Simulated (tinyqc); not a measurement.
Numerical transform against the formula: Lorentz oscillators and the Kramers-Kronig relations.

eps(E) = 1 + sum_j S_j/(E0_j^2 - E^2 - i G_j E).

Kramers-Kronig: eps1(E) = 1 + (2/pi) P integral_0^infinity E1 eps2(E1)/(E1^2 - E^2) dE1. Maclaurin rule on the grid E_j = j h, j = 1 .. M: eps1(E_i) = 1 + (4 h/pi) sum over j with j - i odd of E_j eps2(E_j)/(E_j^2 - E_i^2); nothing is added above E_M.

Inputs chosen for the exercise (line positions loosely like those of GaAs; Lorentz tails absorb below the gap, where the real solid is clear; the results hold for these values, not for the real material):

| symbol | value | unit | meaning |
|---|---|---|---|
| E0 | (2.99, 4.92, 6.45) | eV | resonances |
| G | (0.49, 0.61, 1.66) | eV | widths |
| S | (19.7, 86.1, 37.8) | eV^2 | strengths |
| h | 0.5 | eV | grid step |
| M | 40 |  | grid points E_j = j h |

Every third grid point is listed; the error is the transform minus the formula.

Dielectric function:

| E (eV) | eps2 | eps1 formula | eps1 transform | error |
|---|---|---|---|---|
| 1.00 | 0.288 | 8.109 | 6.430 | -1.679 |
| 2.50 | 3.290 | 12.881 | 17.052 | 4.171 |
| 4.00 | 3.944 | 9.432 | 8.521 | -0.911 |
| 5.50 | 7.787 | -8.778 | -13.426 | -4.648 |
| 7.00 | 2.937 | -4.334 | -3.341 | 0.994 |
| 8.50 | 0.680 | -2.099 | -2.777 | -0.678 |
| 10.00 | 0.273 | -0.943 | -0.604 | 0.340 |
| 11.50 | 0.143 | -0.352 | -0.665 | -0.313 |
| 13.00 | 0.086 | -0.004 | 0.174 | 0.178 |
| 14.50 | 0.057 | 0.221 | 0.034 | -0.186 |
| 16.00 | 0.040 | 0.376 | 0.485 | 0.109 |
| 17.50 | 0.029 | 0.488 | 0.361 | -0.127 |
| 19.00 | 0.022 | 0.572 | 0.640 | 0.068 |

What can be read from this table?

The largest error listed is -4.648 at 5.50 eV. The rule samples every 2h = 1 eV and the narrowest line is 0.49 eV wide, so it is not resolved. The grid ends at 20 eV, where eps2 is still 0.018; the error at the last point listed, nearest the missing tail, is +0.068.

Run: tinyqc, `OMP_NUM_THREADS=1 python tinyqc.py 1682512 1682513 out.jsonl`; Intel(R) Xeon(R) Processor @ 2.30GHz, one thread, shared host; about 0.2 s of CPU time with all checks.
